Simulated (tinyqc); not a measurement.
Direct against trap-assisted paths: tunnelling through a thin dielectric with one trap, as a tight-binding chain.

Hopping -t everywhere, t = c/(m a^2), c = hbar^2/2m0; lead sites at 2t (band bottom 0), barrier sites 1 to N at 2t + phi, and site j has U besides. No voltage. Leads give S = -t exp(ika) on sites 1 and N, cos(ka) = 1 - E/(2t). T = (2 t sin(ka))^2 |G_1N|^2, G = (E - H - S)^-1. In the barrier cosh(q a) = 1 + (phi - E)/(2t).

Resonance: the lowest eigenvalue of H + S(E), iterated until its real part equals E (40 rounds from Eb = phi + 2t - sqrt(4t^2 + U^2), the level in an endless barrier). With v the normalised squared amplitudes of that state, Gamma_L = 2 t sin(ka) v_1, Gamma_R = 2 t sin(ka) v_N; Breit-Wigner T = Gamma_L Gamma_R/((E - Er)^2 + (Gamma_L + Gamma_R)^2/4).

Constants: hbar^2/2m0 = 3.80998211 eV angstrom^2.

Inputs chosen for the exercise (barrier and mass of the size used for SiO2 on silicon; the results hold for these values, not for the real material):
- a = 2.5 angstrom (site spacing)
- m = 0.46 m0 (mass, the same in leads and barrier)
- phi = 3.07 eV (conduction edge of the barrier above that of the leads)
- U = -3.48 eV (extra energy on the trap site)

N odd, the trap in the middle, j = (N + 1)/2. Direct T is that without trap at the energy Er; area = 2 pi Gamma_L Gamma_R/(Gamma_L + Gamma_R). The exponents are the slopes of the logarithms between the last two rows, per angstrom.

Against thickness:

| N | N a (angstrom) | Er (eV) | direct T | area (meV) |
|---|---|---|---|---|
| 5 | 12.5 | 1.3494 | 7.52e-05 | 76.1 |
| 7 | 17.5 | 1.3465 | 9.68e-07 | 8.57 |
| 9 | 22.5 | 1.3461 | 1.25e-08 | 0.974 |
| 11 | 27.5 | 1.3461 | 1.63e-10 | 0.111 |
| 13 | 32.5 | 1.3461 | 2.11e-12 | 0.0126 |
| 15 | 37.5 | 1.3460 | 2.73e-14 | 0.00144 |
| 17 | 42.5 | 1.3460 | 3.54e-16 | 0.000164 |

exponents (1/angstrom): direct 0.8691, through the trap 0.4345

The direct path falls as exp(-0.869 d) and the path through a central trap as exp(-0.435 d), 2.00 times more slowly, since each step crosses half the layer. From 5 to 17 sites the first loses 11.3 decades and the second 5.7: in thicker layers even few traps rule the leakage. Inelastic capture with phonons is left out.

(tinyqc, `OMP_NUM_THREADS=1 python tinyqc.py 1452592 1452593 out.jsonl`, Intel(R) Xeon(R) Processor @ 2.30GHz, 1 thread, shared host, about 0.1 s.)
